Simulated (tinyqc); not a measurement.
Three-band tight binding of a dichalcogenide monolayer: sweeps and comparisons. A value that a table varies takes the place of the one given here.

Basis dz2, dxy, dx2-y2 on a triangular lattice, nearest neighbours; alpha = kx a/2, beta = sqrt3 ky a/2. h0 = e1 + 2 t0 (cos 2alpha + 2 cos alpha cos beta); h1 = -2 sqrt3 t2 sin alpha sin beta + 2i t1 (sin 2alpha + sin alpha cos beta); h2 = 2 t2 (cos 2alpha - cos alpha cos beta) + 2i sqrt3 t1 cos alpha sin beta; h11 = e2 + 2 t11 cos 2alpha + (t11 + 3 t22) cos alpha cos beta; h22 = e2 + 2 t22 cos 2alpha + (3 t11 + t22) cos alpha cos beta; h12 = sqrt3 (t22 - t11) sin alpha sin beta + 4i t12 sin alpha (cos alpha - cos beta) + i lam sz. H = [[h0, h1, h2], [., h11, h12], [., ., h22]], Hermitian; the lowest band of each spin is filled. K = (4 pi/3a, 0), M = (pi/a, pi/(sqrt3 a)).

Constants: hbar^2/2m0 = 3.80998211 eV angstrom^2.

Inputs chosen for the exercise (near a published set for monolayer MoTe2; the results hold for these values, not for the real material): a = 3.559 angstrom (lattice constant); e1 = 0.612 eV (level of dz2); e2 = 1.949 eV (level of dxy and dx2-y2); t0 = -0.165 eV (hopping); t1 = 0.226 eV (hopping); t2 = 0.387 eV (hopping); t11 = 0.211 eV (hopping); t12 = 0.236 eV (hopping); t22 = 0.255 eV (hopping); lam = 0.105 eV (spin-orbit constant).

## Three bands against the two-band Dirac model at K

Masses from central differences along kx with step 0.002 1/angstrom, c = hbar^2/2m0; Berry curvature of the valence band from a counter-clockwise plaquette of side 0.001 1/angstrom, Omega = -arg(product of overlaps)/area. Two-band model: coupling A = (3 a/(2 sqrt2))(t1 + sqrt3 t2) between valence and conduction states, mass c G/A^2 for both, Omega_v = 2 A^2/G^2. sz = 0 drops the spin-orbit term.

At K:
```
sz  G (eV)  m_c (m0)  m_v (m0)  two-band mass  Omega_v (angstrom^2)  two-band Omega
1   0.9783     0.482     0.678          0.326                23.906          23.923
0   1.0833     0.549     0.849          0.361                19.496          19.510
-1  1.1883     0.619     1.072          0.395                16.203          16.214
```

A = 3.3834 eV angstrom

Without spin-orbit coupling the electron mass is 0.549 and the hole mass 0.849, against 0.361 for both in the two-band model: the third band and the curvature of the diagonal terms break the symmetry. The Berry curvature is -0.1 % from the two-band value. The smaller gap (sz = +1) has the larger curvature, by a factor 1.48.

## All hoppings scaled

The six hoppings are multiplied by f; e1, e2 and lam stay (real strain also moves e1 and e2, so this is no model of it). Closed forms: Ev(K) = e2 - (3/2)(t11 + t22) - 3 sqrt3 t12 + lam, Ec(K) = e1 - 3 t0, Ev(Gamma) = e1 + 6 t0.

Gaps (eV):
```
f     direct gap at K  Ev(K) - Ev(Gamma)  Ec(K) - top of valence band
0.85           0.6152             0.6470                       0.6152
0.90           0.7363             0.6002                       0.7363
0.94           0.8331             0.5628                       0.8331
0.97           0.9057             0.5348                       0.9057
1.00           0.9783             0.5067                       0.9783
1.03           1.0509             0.4786                       1.0509
1.06           1.1235             0.4506                       1.1235
1.10           1.2203             0.4132                       1.2203
```

The direct gap changes by +24.2 meV for each per cent of f. The top of the valence band stays at K over the range.

## What each parameter does

Spin up: gap at K, Ev(K) - Ev(Gamma), and masses at K by central differences along kx with step 0.002 1/angstrom, c = hbar^2/2m0. Each row changes one parameter from the base and keeps the others.

Results:
```
case            gap at K (eV)  K - Gamma (eV)  m_c (m0)  m_v (m0)
base                   0.9783          0.5067     0.482     0.678
e1 = 0.642 eV          1.0083          0.4767     0.508     0.722
t22 = 0.285 eV         1.0233          0.4617     0.521     0.762
e2 = 1.979 eV          0.9483          0.5367     0.457     0.636
t1 = 0.256 eV          0.9783          0.5067     0.424     0.593
t12 = 0.266 eV         1.1342          0.3508     0.582     1.083
t0 = -0.135 eV         0.8883          0.3267     0.400     0.560
```

The largest shifts from the base row, up to three for each result and ties (the steps differ in size, so this ranks the rows, not the parameters). gap at K (eV): t12 +0.1559, t0 -0.0900, t22 +0.0450; unchanged at the printed digits by t1. K - Gamma (eV): t0 -0.1800, t12 -0.1559, t22 -0.0450; unchanged at the printed digits by t1. m_c (m0): t12 +0.100, t0 -0.082, t1 -0.058. m_v (m0): t12 +0.405, t0 -0.118, t22 +0.084, t1 -0.084. t1 couples dz2 to the other orbitals and vanishes at K and Gamma, so only the masses feel it.

Computed by tinyqc, a small Python program: `OMP_NUM_THREADS=1 python tinyqc.py 1482603 1482604 out.jsonl` (the numbers bound the seed that draws the inputs); one thread of a shared host (Intel(R) Xeon(R) Processor @ 2.30GHz), about 0.01 s for the whole set of steps.
